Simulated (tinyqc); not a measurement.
Raising U: Hubbard chain of 6 sites, mean field against exact. Computed by the program tinyqc. Command: `OMP_NUM_THREADS=1 python tinyqc.py 110005 110006 out.jsonl`; one thread of a shared host (Intel(R) Xeon(R) Processor @ 2.60GHz), about 4 s.

one-body matrix (hopping and site energies) (eV):
```
         1        2        3        4        5        6
1  -0.0700  -1.6100   0.0000   0.0000   0.0000   0.0000
2  -1.6100   0.5000  -1.6100   0.0000   0.0000   0.0000
3   0.0000  -1.6100   0.4100  -1.6100   0.0000   0.0000
4   0.0000   0.0000  -1.6100  -0.0800  -1.6100   0.0000
5   0.0000   0.0000   0.0000  -1.6100   0.1900  -1.6100
6   0.0000   0.0000   0.0000   0.0000  -1.6100  -0.5100
```

electrons, up and down: 3  3

Collinear unrestricted mean field (the lowest of 40 random starts) against exact diagonalisation.

Exact and mean-field results (eV):
```
U            U/t    E exact  E mean field  mean |n_up - n_down|  double occupancy, exact  first gap in the sector
0.8100    0.5031  -9.786259     -9.732732                0.0000                   0.2327                   1.3328
1.6100    1.0000  -8.727363     -8.512505                0.0000                   0.2085                   1.1873
3.2200    2.0000  -6.941428     -6.143448                0.3790                   0.1619                   0.9564
4.8300    3.0000  -5.578442     -4.470087                0.6666                   0.1217                   0.7838
6.4400    4.0000  -4.559949     -3.394997                0.8008                   0.0907                   0.6536
9.6600    6.0000  -3.217764     -2.188438                0.9087                   0.0526                   0.4796
12.8800   8.0000  -2.410637     -1.549636                0.9483                   0.0331                   0.3741
19.3200  12.0000  -1.518098     -0.894965                0.9769                   0.0161                   0.2571
32.2000  20.0000  -0.754098     -0.363561                0.9917                   0.0061                   0.1568
```

In absolute terms mean field is worst at U/t = 4.0, 1.165 eV too high: at small U it is nearly exact, and at large U it misses only exchange-scale energies. Its local moments set in at U/t = 2.0 of those listed, a broken symmetry that the exact state of a finite cluster with equal spins does not have. Relative to the exact energy its error is 0.5 % at the smallest U, 52 % at most and 52 % at the largest. The double occupancy falls from 0.233 to 0.006.
